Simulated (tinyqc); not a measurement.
## Undoped symmetric double-gate MOSFET, analytic potential model: effect of the temperature

An undoped body of thickness ts between two equal insulators and tied gates; long channel, electrons only, n = ni exp((psi - V)/Vt) with V the quasi-Fermi potential (0 at the source, Vd at the drain), constant mobility, no quantisation. Across the body psi(x) = V - 2 Vt ln[(ts/(2 beta)) sqrt(q ni/(2 eps0 eps_r Vt)) cos(2 beta x/ts)], x from the centre. Q is the electron charge per area of the whole body.

Nc and Nv are given at 273 K and scale as (T/273 K)^1.5; Eg and mu are held fixed. ni = sqrt(Nc Nv) exp(-Eg/(2 Vt)), Eg in volts; r = eps_r tox/(eox ts); V0 = dphi + 2 Vt ln[(2/ts) sqrt(2 eps0 eps_r Vt/(q ni))]. beta (between 0 and pi/2) solves (Vg - V0 - V)/(2 Vt) = ln(beta) - ln(cos beta) + 2 r beta tan(beta). Q = 8 eps0 eps_r Vt beta tan(beta)/ts; I = mu (1/L)(4 eps0 eps_r/ts)(2 Vt)^2 [g(beta_s) - g(beta_d)] per width, g = beta tan(beta) - beta^2/2 + r beta^2 tan^2(beta), with beta_s at V = 0 and beta_d at V = Vd.  I(low) is taken at Vg = 0.48 V, Qs and I(high) at Vg = 1.23 V.

Inputs (values chosen for the exercise); material values those of a made-up semiconductor: band gap Eg = 1.22 eV; relative permittivity of the semiconductor eps_r = 11.9; conduction-band density of states at the reference temperature Nc = 2.47e19 cm^-3; valence-band density of states at the reference temperature Nv = 2.37e19 cm^-3; relative permittivity of the gate insulator eox = 21.2; insulator thickness tox = 5.1 nm; body thickness ts = 5 nm; gate work function less that of the intrinsic body dphi = 0.16 V; channel mobility mu = 120 cm^2/(V s); gate length L = 0.5 um; drain voltage Vd = 0.5 V.

Constants: q = 1.602176634e-19 C, kB = 1.380649e-23 J/K, Vt = kB T/q, eps0 = 8.8541878128e-14 F/cm where lengths are in cm. Results are converted to the units shown.

Effect of the temperature:
```
T (K),V0 (V),I(low) (nA/um),Qs(high) (nC/cm^2),I(high) (uA/um)
220,0.74197,0.0014503,2967.3,167.11
250,0.73677,0.012515,2960.6,169.01
280,0.73141,0.070283,2959.0,171.28
310,0.72592,0.29004,2961.6,173.85
340,0.72030,0.95199,2967.9,176.69
370,0.71457,2.6227,2977.4,179.75
400,0.70873,6.2982,2989.7,183.00
430,0.70279,13.550,3004.6,186.42
```

As T goes from 220 to 430 K, I(low) rises from 0.00145 to 13.5 nA/um and I(high) rises from 167 to 186 uA/um. V0 falls from 0.742 to 0.703 V. In every row the surface density at the source at the higher gate voltage passes 0.3 Nc, where Boltzmann statistics fail. In every row the mobility is held fixed, though a real one changes with T. In every row the body is thin enough for quantum confinement, left out here, to raise the threshold.

Computed by the program tinyqc: `OMP_NUM_THREADS=1 python tinyqc.py 2440025 2440026 out.jsonl`, one thread of a shared Intel Xeon 2.30GHz, about 0.03 s for the whole run.
